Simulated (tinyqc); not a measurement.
AlGaN/GaN HEMT with access regions, lumped model: two steps of the calculation.

A polarisation-induced electron sheet under a Schottky gate, in series with two ungated access regions and contacts. Drift law v = mu E/(1 + mu E/vs) under the gate. Currents in mA/mm, resistances in ohm mm. No self-heating, no channel-length modulation; fits for polarisation, barrier and offset are chosen for the exercise.

Parameters, values chosen for the exercise; values close to those of AlGaN/GaN structures: aluminium share of the barrier x = 0.18; barrier thickness d = 20 nm; relative permittivity of barrier and channel eps_r = 9.5; channel mobility mu = 1100 cm^2/(V s); saturation velocity vs = 1.5e7 cm/s; gate length Lg = 1.5 um; source access length Ls = 1 um; drain access length Ld = 12 um; resistance of each contact Rc = 0.2 ohm mm; share of the drain-access electrons removed by traps ft = 0; gate voltage Vg = 0.5 V; drain voltage Vd = 1 V.

Constants: q = 1.602176634e-19 C, eps0 = 8.8541878128e-14 F/cm where lengths are in cm. Results are converted to the units shown.

Question 1. Polarisation charge, threshold and sheet resistance. sigma = (5e13 x + 1.6e13 x^2) cm^-2, phiB = 0.84 + 1.3 x, dEc = 0.7 (1.71 x + x^2) in volts, Cb = eps0 eps_r/d, VT = phiB - dEc - q sigma/Cb, access density n0 = -Cb VT/q. Rsh = 1/(q mu n0); largest access current q n0 vs.

Find: sigma; Cb; VT; n0; Rsh; q n0 vs.

Answer 1.

sigma = 9.5184e12 cm^-2
Cb = 0.42057 uF/cm^2
VT = -2.7902 V
n0 = 7.3243e12 cm^-2
Rsh = 774.70 ohm
q n0 vs = 1760.2 mA/mm

Question 2. Drain current. Access resistance R(L, n) = L/(q mu n sqrt(1 - (I/(q n vs))^2)); Rs = Rc + R(Ls, n0), Rd = Rc + R(Ld, (1 - ft) n0). Vg' = Vg - I Rs, Vd' = Vd - I (Rs + Rd); with u = Vg' - VT, Vc = vs Lg/mu and w the smaller of Vd' and Vc [sqrt(1 + 2 u/Vc) - 1] (0 if negative), the channel gives (mu Cb/Lg)(u w - w^2/2)/(1 + w/Vc). I(new) = I + 0.1 (channel current - I).

I after iteration 1 = 85.304974 mA/mm
VT = -2.7901751 V
Cb = 0.42057392 uF/cm^2
n0 = 7.3242542e12 cm^-2

Wanted: Rs; Rd; Vg'; Vd'; channel current; I after iteration 2.

Answer 2.

Rs = 0.97561 ohm mm
Rd = 9.5073 ohm mm
Vg' = 0.41678 V
Vd' = 0.10575 V
channel current = 97.817 mA/mm
I after iteration 2 = 86.556 mA/mm

Numbers from tinyqc (`OMP_NUM_THREADS=1 python tinyqc.py 2570162 2570163 out.jsonl`; about 0.03 s on one thread of a shared Intel Xeon 2.30GHz).
